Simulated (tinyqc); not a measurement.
# Voltage drop against the resistance of a horizontal segment

A grid of 17 by 17 nodes with segments Rx (rows) and Ry (columns); every node draws I1 and the central node kh I1; pads with resistance Rp sit at the nodes whose row and column are multiples of the pitch, counting from 0. The drops u = Vdd - V follow from G u = i, with G the conductance matrix and i the load currents, solved directly. Here the pitch is 8.

Parameters, values chosen for the exercise: supply voltage Vdd = 0.7 V; resistance of a vertical segment Ry = 0.41 ohm; resistance from a pad node to the supply Rp = 0.34 ohm; factor on the load at the hot node kh = 8; load current of a node in the large grid I1 = 0.38 mA.

Result of one run:

| Rx (ohm) | pads | worst drop (mV) | mean drop (mV) | largest drop at a pad (mV) | largest pad current (mA) | worst drop over Vdd (%) |
|---|---|---|---|---|---|---|
| 0.59 | 9 | 9.143 | 8.141 | 6.156 | 18.11 | 1.306 |

What becomes of these results when the resistance of a horizontal segment Rx is changed from 0.59 to 4.7 ohm, all else the same?

Result of the changed run:

| Rx (ohm) | pads | worst drop (mV) | mean drop (mV) | largest drop at a pad (mV) | largest pad current (mA) | worst drop over Vdd (%) |
|---|---|---|---|---|---|---|
| 4.7 | 9 | 23.17 | 17.57 | 7.477 | 21.99 | 3.310 |

The whole series:

| Rx (ohm) | pads | worst drop (mV) | mean drop (mV) | largest drop at a pad (mV) | largest pad current (mA) | worst drop over Vdd (%) |
|---|---|---|---|---|---|---|
| 0.074 | 9 | 6.440 | 5.851 | 5.400 | 15.88 | 0.9199 |
| 0.15 | 9 | 6.969 | 6.331 | 5.588 | 16.43 | 0.9955 |
| 0.3 | 9 | 7.801 | 7.061 | 5.834 | 17.16 | 1.114 |
| 0.59 | 9 | 9.143 | 8.141 | 6.156 | 18.11 | 1.306 |
| 1.2 | 9 | 11.54 | 9.906 | 6.583 | 19.36 | 1.649 |
| 2.4 | 9 | 15.70 | 12.75 | 7.047 | 20.73 | 2.243 |
| 4.7 | 9 | 23.17 | 17.57 | 7.477 | 21.99 | 3.310 |

The worst drop rises from 6.44 to 23.2 mV and the mean drop rises from 5.85 to 17.6 mV. The worst drop goes as Rx^(0.11) between the first two rows and Rx^(0.58) between the last two. The central node is itself a pad.

Numbers from tinyqc (`OMP_NUM_THREADS=1 python tinyqc.py 2770156 2770157 out.jsonl`; about 0.1 s on one thread of a shared Intel Xeon 2.30GHz).
